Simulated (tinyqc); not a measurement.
One-sided p+-n junction, ionisation integral and breakdown: two steps of the calculation.

A p+ layer at x < 0 and an n drift layer from x = 0. Depletion approximation, built-in voltage neglected. Local ionisation coefficients alpha_n = an exp(-(bn/E)^mx), alpha_p = ap exp(-(bp/E)^mx). Electrons move towards +x, holes towards x = 0.

Values chosen for this exercise; material values close to those of indium phosphide:
- eps_r = 12.3 (relative permittivity)
- an = 1.16e7 1/cm (prefactor of the electron ionisation coefficient)
- bn = 2.93e6 V/cm (field constant for electrons)
- ap = 4.61e6 1/cm (prefactor of the hole ionisation coefficient)
- bp = 2.48e6 V/cm (field constant for holes)
- mx = 1 (exponent)
- N = 2.3e15 cm^-3 (donor density of the drift layer)
- V = 185 V (reverse voltage)
- fr = 0.4 (share of the depleted width that the grid covers)

Constants: q = 1.602176634e-19 C, eps0 = 8.8541878128e-14 F/cm where lengths are in cm. Results are converted to the units shown.

Task 1. Field and ionisation coefficients on a grid. W = sqrt(2 eps0 eps_r V/(q N)), peak field E0 = q N W/(eps0 eps_r), falling linearly to 0 at W. Grid: 12 equal steps from 0 to fr W.

Give: W; x; E; alpha_n; alpha_p.

Result 1.

W = 10.457 um

```
point  x (um)  E (kV/cm)  alpha_n (1/cm)  alpha_p (1/cm)
0      0.0000     353.83          2938.6          4165.9
1      0.3486     342.03          2208.6          3271.5
2      0.6971     330.24          1626.5          2525.1
3      1.0457     318.45          1171.0          1912.0
4      1.3943     306.65          821.96          1417.1
5      1.7428     294.86          560.88          1025.5
6      2.0914     283.06          370.73          722.30
7      2.4400     271.27          236.37          493.49
8      2.7885     259.47          144.67          325.69
9      3.1371     247.68          84.499          206.61
10     3.4857     235.89          46.770          125.23
11     3.8342     224.09          24.325          72.012
12     4.1828     212.30          11.765          38.939
```

Task 2. Ionisation integrals by the trapezoid rule. G(x) = integral from 0 to x of (alpha_n - alpha_p); I_n = integral of alpha_n exp(-G) (electrons injected at x = 0), I_p = integral of alpha_p exp(G(end) - G) (holes injected at the far edge); M = 1/(1 - I). All integrals by the trapezoid rule on the grid.

```
point     x (um)  alpha_n (1/cm)  alpha_p (1/cm)
0      0.0000000       2938.5525       4165.9392
1      0.3485679       2208.6264       3271.5068
2      0.6971358       1626.4965       2525.1386
3      1.0457038       1170.9594       1912.0183
4      1.3942717       821.96393       1417.1215
5      1.7428396       560.87819       1025.4520
6      2.0914075       370.72539       722.29719
7      2.4399754       236.37411       493.49391
8      2.7885433       144.67020       325.69283
9      3.1371113       84.498990       206.60777
10     3.4856792       46.770412       125.23304
11     3.8342471       24.324887       72.011869
12     4.1828150       11.764779       38.939251
```

Find: G; alpha_n exp(-G); I_n; I_p; M_n; M_p.

Result 2.

```
point        G  alpha_n exp(-G) (1e3 1/cm)
0       0.0000                       2.939
1      -0.0399                       2.299
2      -0.0741                       1.752
3      -0.1027                       1.298
4      -0.1260                       0.932
5      -0.1444                       0.648
6      -0.1587                       0.434
7      -0.1693                       0.280
8      -0.1769                       0.173
9      -0.1822                       0.101
10     -0.1857                       0.056
11     -0.1879                       0.029
12     -0.1892                       0.014
```

I_n = 0.3304
I_p = 0.4456
M_n = 1.493
M_p = 1.804

tinyqc, about 0.04 s, one thread, Intel Xeon 2.30GHz (shared host): `OMP_NUM_THREADS=1 python tinyqc.py 2120052 2120053 out.jsonl`
